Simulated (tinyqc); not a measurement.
From results to parameters: two-site tight-binding chain. Computed by the program tinyqc.

Problem. A two-site chain has site energies +delta (A) and -delta (B) and hoppings t1 > t2 > 0, so E = +/- sqrt(delta^2 + |t1 + t2 exp(-ika)|^2). Find delta, t1 and t2.

upper band at k = 0 = 4.611117 eV
upper band at the zone edge = 0.974064 eV
weight of the upper band on site A at the zone edge = 0.664260

Solution. The weight on A is (1 + delta/E)/2, which gives delta; then t1 + t2 = sqrt(E(0)^2 - delta^2) and t1 - t2 = sqrt(E(edge)^2 - delta^2).

delta, t1, t2 (eV): 0.3200  2.7600  1.8400
